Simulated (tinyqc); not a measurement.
# Voltage drop against the pad pitch

A grid of 25 by 25 nodes with segments Rx (rows) and Ry (columns); every node draws I1 and the central node kh I1; pads with resistance Rp sit at the nodes whose row and column are multiples of the pitch, counting from 0. The drops u = Vdd - V follow from G u = i, with G the conductance matrix and i the load currents, solved directly.

Parameters, values chosen for the exercise:
```
symbol  value  unit                                   meaning
Vdd       0.8     V                            supply voltage
Rx       0.12   ohm        resistance of a horizontal segment
Ry       0.18   ohm          resistance of a vertical segment
Rp        0.1   ohm  resistance from a pad node to the supply
kh          3              factor on the load at the hot node
I1       0.05    mA  load current of a node in the large grid
```

Voltage drop against the pad pitch:

| pitch (nodes) | pads | worst drop (mV) | mean drop (mV) | largest drop at a pad (mV) | largest pad current (mA) | worst drop over Vdd (%) |
|---|---|---|---|---|---|---|
| 1 | 625 | 0.008204 | 0.005016 | 0.008204 | 0.08204 | 0.001026 |
| 2 | 169 | 0.02861 | 0.02316 | 0.02390 | 0.2390 | 0.003576 |
| 3 | 81 | 0.06440 | 0.05349 | 0.04873 | 0.4873 | 0.008050 |
| 4 | 49 | 0.1156 | 0.09542 | 0.08145 | 0.8145 | 0.01445 |
| 6 | 25 | 0.2499 | 0.2105 | 0.1644 | 1.644 | 0.03124 |
| 8 | 16 | 0.4368 | 0.3621 | 0.2527 | 2.527 | 0.05459 |
| 12 | 9 | 0.8329 | 0.7520 | 0.4995 | 4.995 | 0.1041 |
| 24 | 4 | 2.709 | 2.434 | 0.7837 | 7.838 | 0.3386 |

The worst drop goes from 0.00820 to 2.71 mV while the number of pads falls from 625 to 4; between the last two rows it goes as pitch^(1.70). The largest drop at a pad is 100 % of the worst drop in the first row and 28.9 % in the last; the rest falls along the wires.

tinyqc, about 0.3 s, one thread, Intel Xeon 2.30GHz (shared host): `OMP_NUM_THREADS=1 python tinyqc.py 2770209 2770210 out.jsonl`
